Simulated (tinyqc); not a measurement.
Donor in an ellipsoidal valley (Kohn-Luttinger variational method): one step, computed by the program tinyqc.

H = -(d^2/dx^2 + d^2/dy^2) - gamma d^2/dz^2 - 2/r in units built on m_t, with gamma = m_t/m_l and z along the valley axis. One valley; no valley-orbit or central-cell term.

Question. Energy at a trial ratio. Trial function exp(-sqrt((x^2 + y^2)/a^2 + z^2/b^2)) with beta = b/a < 1: E = t/a^2 - u/a, t = (2 + gamma/beta^2)/3, u = 2 arcsin(sqrt(1 - beta^2))/sqrt(1 - beta^2); the best a is 2 t/u and E(beta) = -u^2/(4 t).

Inputs (values chosen for the exercise, modelled on GaP): trial ratio b/a = 0.83.

gamma = 0.2032787

Give: t; u; best a; E(beta).

Answer.

t = 0.7650

u = 2.122

best a = 0.7212 a*

E(beta) = -1.471 Ry*
